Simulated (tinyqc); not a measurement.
Worked calculation: localisation in a chain with random site energies (transfer matrices). Values are carried at full precision from step to step, so a last printed digit may differ when a step is redone from the rounded ones.

Hopping -t; leads with site energy 0, E = -2t cos(ka). psi_(j+1) = ((e_j - E)/t) psi_j - psi_(j-1), a product of matrices M_j = [[(e_j - E)/t, -1], [1, 0]]. For M = M_N ... M_1 the transmission is T = 4 sin^2(ka)/|M21 - M12 + M22 exp(ika) - M11 exp(-ika)|^2. Long samples draw e_j = W (x_j/2147483647 - 1/2) from x_j = 16807 x_(j-1) mod 2147483647, starting at x0. The localisation length xi, in sites, is defined by ln T = -2N/xi on average; weak disorder gives xi = 24 (4t^2 - E^2)/W^2, and the mean free path for backscattering is xi/2.

Parameters, chosen for this exercise:
- t = 0.75 eV (hopping)
- E = -0.3 eV (energy)
- e = (-0.02, 0, 0.36, 0.31, 0.29, 0.25, 0.32, 0.07, 0.12) eV (site energies of the short sample)
- W = 0.8 eV (full width of the disorder)
- a = 5.4 angstrom (spacing)

## The product of transfer matrices

Multiply site by site and give T for each length.

Running product:
```
j  (e_j - E)/t      M11      M12      M21      M22       T
1       0.3733   0.3733  -1.0000   1.0000   0.0000  0.9998
2       0.4000  -0.8507  -0.4000   0.3733  -1.0000  0.9998
3       0.8800  -1.1219   0.6480  -0.8507  -0.4000  0.9464
4       0.8133  -0.0618   0.9270  -1.1219   0.6480  0.9681
5       0.7867   1.0733   0.0813  -0.0618   0.9270  0.9920
6       0.7333   0.8489  -0.8674   1.0733   0.0813  0.9541
7       0.8267  -0.3715  -0.7984   0.8489  -0.8674  0.9922
8       0.4933  -1.0322   0.4736  -0.3715  -0.7984  0.9963
9       0.5600  -0.2065   1.0636  -1.0322   0.4736  0.9823
```

T is 0.9823 for the whole sample and does not fall steadily (it rises at j = 4, 5, 7 and 8): reflected waves interfere. The determinant of M stays 1.

## The same sites added without interference

One site alone reflects R_j = e_j^2/(e_j^2 + 4t^2 - E^2); incoherent addition sums R/(1 - R), and T = 1/(1 + sum).

R_j: [0.0002, 0.0000, 0.0566, 0.0426, 0.0375, 0.0281, 0.0453, 0.0023, 0.0066]

sum of R/(1 - R) = 0.2289
T without interference = 0.8137

The coherent product gives 0.9823 for this sample.

## Weak-disorder lengths

Form ka, xi, xi a and the mean free path xi a/2.

ka = 1.3694 rad
xi = 81.00 sites

lengths (nm): localisation 43.740, mean free path 21.870

The formula needs xi well above one site.

## Checks

- T from the product against the Green function: both 0.98234.

tinyqc: `OMP_NUM_THREADS=1 python tinyqc.py 1481484 1481485 out.jsonl`; about 0.09 s, one thread, shared Intel(R) Xeon(R) Processor @ 2.30GHz.
